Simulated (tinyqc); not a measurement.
Inside a calculation. Method: CIS on RHF in the 3-21g basis, for H2, spin multiplicity 1. One step of it, computed by the program tinyqc.

Task: CIS matrix, singlets. A(ia,jb) = (e_a - e_i) d_ij d_ab + 2 (ia|jb) - (ij|ab).

orbital energies (hartree): MO1 -0.500793, MO2 0.160518, MO3 1.120170, MO4 1.246633

Two-electron integrals over orbitals (pq|rs), unique and non-zero (hartree):
```
(11|11) 0.551531    (21|21) 0.122772    (22|11) 0.456948    (22|22) 0.426197
(31|11) 0.120037    (31|22) 0.076050    (31|31) 0.089184    (32|21) 0.027210
(32|32) 0.044896    (33|11) 0.517011    (33|22) 0.435855    (33|31) 0.124022
(33|33) 0.514203    (41|21) -0.077691   (41|32) -0.059391   (41|41) 0.098251
(42|11) -0.130351   (42|22) -0.079147   (42|31) -0.081813   (42|33) -0.130763
(42|42) 0.085999    (43|21) -0.139670   (43|32) -0.060296   (43|41) 0.124688
(43|43) 0.201765    (44|11) 0.554175    (44|22) 0.468323    (44|31) 0.160239
(44|33) 0.554690    (44|42) -0.159047   (44|44) 0.617073
```

Give: CIS matrix A, singlet.

Result:

CIS matrix A, singlet (hartree), lower triangle:
```
        1>2    1>3    1>4
1>2   0.450
1>3   0.000  1.282
1>4  -0.025  0.000  1.390
```
